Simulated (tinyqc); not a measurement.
Hueckel theory of the pi electrons, for the molecule O=Cc1cc2cccccc-2c1 (SMILES; centres numbered as the heavy atoms are written), step by step. Computed by tinyqc, a small Python program that keeps every step. Settings: charge = 0. Command: `OMP_NUM_THREADS=1 python tinyqc.py 22724 22725 out.jsonl` (the two numbers bound the seeds that draw the settings). One thread of a shared host (Intel(R) Xeon(R) Processor @ 2.60GHz), about 0.01 s of CPU time with the checks.

## The Hueckel matrix

Centres:
```
centre  z_r, pi electrons of the neutral centre        h
1O                                            1  1.00000
2C                                            1  0.00000
3C                                            1  0.00000
4C                                            1  0.00000
5C                                            1  0.00000
6C                                            1  0.00000
7C                                            1  0.00000
8C                                            1  0.00000
9C                                            1  0.00000
10C                                           1  0.00000
11C                                           1  0.00000
12C                                           1  0.00000
```

Bonds:
```
i    j        k
1    2  1.00000
2    3        1
3    4        1
4    5        1
5    6        1
6    7        1
7    8        1
8    9        1
9   10        1
10  11        1
11  12        1
12   3        1
11   5        1
```

H_rr = alpha + h_r beta, H_rs = k_rs beta for bonded centres.

Hueckel matrix in units of beta (H = alpha + beta A):
```
          1O       2C       3C       4C       5C       6C       7C       8C
1O   1.00000  1.00000  0.00000  0.00000  0.00000  0.00000  0.00000  0.00000
2C   1.00000  0.00000  1.00000  0.00000  0.00000  0.00000  0.00000  0.00000
3C   0.00000  1.00000  0.00000  1.00000  0.00000  0.00000  0.00000  0.00000
4C   0.00000  0.00000  1.00000  0.00000  1.00000  0.00000  0.00000  0.00000
5C   0.00000  0.00000  0.00000  1.00000  0.00000  1.00000  0.00000  0.00000
6C   0.00000  0.00000  0.00000  0.00000  1.00000  0.00000  1.00000  0.00000
7C   0.00000  0.00000  0.00000  0.00000  0.00000  1.00000  0.00000  1.00000
8C   0.00000  0.00000  0.00000  0.00000  0.00000  0.00000  1.00000  0.00000
9C   0.00000  0.00000  0.00000  0.00000  0.00000  0.00000  0.00000  1.00000
10C  0.00000  0.00000  0.00000  0.00000  0.00000  0.00000  0.00000  0.00000
11C  0.00000  0.00000  0.00000  0.00000  1.00000  0.00000  0.00000  0.00000
12C  0.00000  0.00000  1.00000  0.00000  0.00000  0.00000  0.00000  0.00000

          9C      10C      11C      12C
1O   0.00000  0.00000  0.00000  0.00000
2C   0.00000  0.00000  0.00000  0.00000
3C   0.00000  0.00000  0.00000  1.00000
4C   0.00000  0.00000  0.00000  0.00000
5C   0.00000  0.00000  1.00000  0.00000
6C   0.00000  0.00000  0.00000  0.00000
7C   0.00000  0.00000  0.00000  0.00000
8C   1.00000  0.00000  0.00000  0.00000
9C   0.00000  1.00000  0.00000  0.00000
10C  1.00000  0.00000  1.00000  0.00000
11C  0.00000  1.00000  0.00000  1.00000
12C  0.00000  0.00000  1.00000  0.00000
```

## Orbitals

pi electrons, sum of z_r less the charge = 12

Diagonalise; E = alpha + x beta with beta < 0, so the largest x are filled first; degenerate levels share their electrons. P = sum n_i c_ri c_si; each orbital has its largest coefficient positive (the first on a tie).

x values: [2.37837, 1.88551, 1.53696, 1.35567, 0.91410, 0.47726, -0.24968, -0.73280, -0.73764, -1.75329, -1.97916, -2.09529]

occupations: [2.00000, 2.00000, 2.00000, 2.00000, 2.00000, 2.00000, 0.00000, 0.00000, 0.00000, 0.00000, 0.00000, 0.00000]

coefficients:
```
         MO1       MO2       MO3       MO4       MO5       MO6       MO7       MO8
1O   0.16728   0.50397   0.50739   0.00000  -0.47570   0.00000   0.31306  -0.34044
2C   0.23057   0.44627   0.27245   0.00000   0.04086   0.00000  -0.39123   0.58992
3C   0.38110   0.33747  -0.08865   0.00000   0.51305   0.00000  -0.21538  -0.09185
4C   0.33791   0.09502  -0.20435   0.22068   0.21406   0.54285   0.22250  -0.26130
5C   0.42258  -0.15831  -0.22543   0.29916  -0.31738   0.25908   0.15983   0.28334
6C   0.24456  -0.23521   0.08331   0.48406  -0.18679  -0.16012  -0.42224  -0.22967
7C   0.15907  -0.28517   0.35347   0.35706   0.14664  -0.33550  -0.05441  -0.11504
8C   0.13376  -0.30249   0.45995   0.00000   0.32083   0.00000   0.43582   0.31397
9C   0.15907  -0.28517   0.35347  -0.35706   0.14664   0.33550  -0.05441  -0.11504
10C  0.24456  -0.23521   0.08331  -0.48406  -0.18679   0.16012  -0.42224  -0.22967
11C  0.42258  -0.15831  -0.22543  -0.29916  -0.31738  -0.25908   0.15983   0.28334
12C  0.33791   0.09502  -0.20435  -0.22068   0.21406  -0.54285   0.22250  -0.26130

          MO9      MO10      MO11      MO12
1O    0.00000   0.08900   0.11167   0.00000
2C    0.00000  -0.24504  -0.33268   0.00000
3C    0.00000   0.34063   0.54675   0.00000
4C    0.29916  -0.17609  -0.37472  -0.25908
5C   -0.22068  -0.03189   0.19487   0.54285
6C   -0.35706   0.26390  -0.20583  -0.33550
7C    0.48406  -0.43080   0.21249   0.16012
8C    0.00000   0.49142  -0.21473   0.00000
9C   -0.48406  -0.43080   0.21249  -0.16012
10C   0.35706   0.26390  -0.20583   0.33550
11C   0.22068  -0.03189   0.19487  -0.54285
12C  -0.29916  -0.17609  -0.37472   0.25908
```

charge and bond-order matrix P:
```
           1O        2C        3C        4C        5C        6C        7C        8C
1O    1.53140   0.76454  -0.11043  -0.20220   0.05500   0.10699  -0.01504  -0.09862
2C    0.76454   0.65643   0.47057   0.14678  -0.09521  -0.06703   0.02341   0.06855
3C   -0.11043   0.47057   1.06041   0.57756  -0.07046  -0.17879   0.01655   0.14544
4C   -0.20220   0.14678   0.57756   1.10834   0.62507   0.04636  -0.23504  -0.01772
5C    0.05500  -0.09521  -0.07046   0.62507   1.02361   0.56883   0.01209  -0.20220
6C    0.10699  -0.06703  -0.17879   0.04636   0.56883   0.83382   0.66918   0.16450
7C   -0.01504   0.02341   0.01655  -0.23504   0.01209   0.66918   0.98623   0.63432
8C   -0.09862   0.06855   0.14544  -0.01772  -0.20220   0.16450   0.63432   0.84776
9C   -0.01504   0.02341   0.01655   0.17828  -0.06751  -0.23705   0.02603   0.63432
10C   0.10699  -0.06703  -0.17879  -0.03324   0.15551  -0.20598  -0.23705   0.16450
11C   0.05500  -0.09521  -0.07046  -0.20156   0.39712   0.15551  -0.06751  -0.20220
12C  -0.20220   0.14678   0.57756  -0.26517  -0.20156  -0.03324   0.17828  -0.01772

           9C       10C       11C       12C
1O   -0.01504   0.10699   0.05500  -0.20220
2C    0.02341  -0.06703  -0.09521   0.14678
3C    0.01655  -0.17879  -0.07046   0.57756
4C    0.17828  -0.03324  -0.20156  -0.26517
5C   -0.06751   0.15551   0.39712  -0.20156
6C   -0.23705  -0.20598   0.15551  -0.03324
7C    0.02603  -0.23705  -0.06751   0.17828
8C    0.63432   0.16450  -0.20220  -0.01772
9C    0.98623   0.66918   0.01209  -0.23504
10C   0.66918   0.83382   0.56883   0.04636
11C   0.01209   0.56883   1.02361   0.62507
12C  -0.23504   0.04636   0.62507   1.10834
```

## Energy, charges, bond orders

E = sum n x; q_r = z_r - P_rr; bond order p = P_rs; free valence = sqrt(3) - sum of p over the bonds of the atom.

pi energy = 12 alpha + this times beta = 17.09572

pi charges: 1O -0.53140, 2C 0.34357, 3C -0.06041, 4C -0.10834, 5C -0.02361, 6C 0.16618, 7C 0.01377, 8C 0.15224, 9C 0.01377, 10C 0.16618, 11C -0.02361, 12C -0.10834

Bond orders and lengths from R = 1.517 - 0.180 p (angstrom, C-C alone):
```
bond         p        R
1-2    0.76454        -
2-3    0.47057  1.43230
3-4    0.57756  1.41304
4-5    0.62507  1.40449
5-6    0.56883  1.41461
6-7    0.66918  1.39655
7-8    0.63432  1.40282
8-9    0.63432  1.40282
9-10   0.66918  1.39655
10-11  0.56883  1.41461
11-12  0.62507  1.40449
12-3   0.57756  1.41304
11-5   0.39712  1.44552
```

free valence of the carbons: 2C 0.49694, 3C 0.10636, 4C 0.52941, 5C 0.14102, 6C 0.49405, 7C 0.42855, 8C 0.46341, 9C 0.42855, 10C 0.49405, 11C 0.14102, 12C 0.52941

gap between the highest filled and the next level = 0.72694 |beta|
